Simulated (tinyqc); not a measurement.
The sixth-power law: interface roughness in a thin film (subband fluctuation and scattering).

Square well of width t, barriers V0, c = hbar^2/2m0: E1 solves k t + 2 atan[(k/mz)/(kappa/mb)] = pi, k = sqrt(mz E/c), kappa = sqrt(mb (V0 - E)/c). One interface is rough, so the subband edge fluctuates by G dt with G = |dE1/dt| (central difference of 0.01 angstrom; 2 E1/t for hard walls).

Gaussian roughness spectrum S(q) = pi D^2 Lc^2 exp(-q^2 Lc^2/4). Degenerate gas, taken to fill one subband (the second starts to fill once c kF^2/md exceeds E2 - E1, which is not tested here): kF = sqrt(2 pi Ns/gv), q = 2 kF sin(theta/2), 1/tau = (md/(2 pi c hbar)) G^2 times the integral from 0 to pi of S(q)(1 - cos theta)/eps(q)^2 dtheta, eps(q) = 1 + qs/q with screening (qs = gv md q0/(c eps), q0 = e^2/(4 pi eps0), form factors left out, which overstates the screening; other scattering is left out too, so these values lie far above measured mobilities in all but the thinnest films) or 1 without; mobility = tau c2/md with c2 = e/m0 = 1.75882e15 cm^2/(V s^2); 1e12/cm^2 = 1e-4/angstrom^2.

Constants: hbar^2/2m0 = 3.80998211 eV angstrom^2; hbar = 6.58211957e-16 eV s; e^2/(4 pi eps0) = 14.39964547 eV angstrom.

Values chosen for the exercise (near those of a thin Ge channel on (111), one valley; shifted at random, so the results belong to these values and not to a real crystal): mz = 1.585 m0 (confinement mass); V0 = 2.26 eV (barrier); mb = 0.3 m0 (barrier mass); md = 0.083 m0 (mass in the plane); gv = 1 (valleys); D = 1.9 angstrom (rms height of the roughness); Lc = 58 angstrom (correlation length); Ns = 1 x 1e12/cm^2 (sheet density); eps = 11.7 (mean dielectric constant at the channel); ts = (12, 15, 19, 22, 28, 35, 46) angstrom (thicknesses).

Screened mobility against thickness for the finite barrier and for hard walls.

Results:

| t (angstrom) | E1 (meV) | G (meV/angstrom) | mobility (cm^2/(V s)) | the same, hard walls |
|---|---|---|---|---|
| 12 | 142.1 | 21.894 | 894 | 568 |
| 15 | 93.7 | 11.747 | 3.10e+03 | 2.17e+03 |
| 19 | 59.9 | 6.007 | 1.19e+04 | 8.95e+03 |
| 22 | 45.2 | 3.946 | 2.75e+04 | 2.16e+04 |
| 28 | 28.4 | 1.965 | 1.11e+05 | 9.17e+04 |
| 35 | 18.4 | 1.025 | 4.08e+05 | 3.50e+05 |
| 46 | 10.8 | 0.460 | 2.03e+06 | 1.80e+06 |

With hard walls G goes as 1/t^3 and the mobility as t^6. With the finite barrier the local exponent is 5.58 at the thin end and 5.87 at the thick end, since the envelope leaks out and softens the dependence. The least value is 894 cm^2/(V s). The gate field, which also presses carriers to the interface, is left out. Below about 20 angstrom the effective-mass picture is itself doubtful. Up to t = 15 angstrom G D exceeds half of EF - E1, where the Born rate fails.

Run: tinyqc, `OMP_NUM_THREADS=1 python tinyqc.py 1281876 1281877 out.jsonl`; Intel(R) Xeon(R) Processor @ 2.30GHz, one thread, shared host; about 0.02 s of CPU time with all checks.
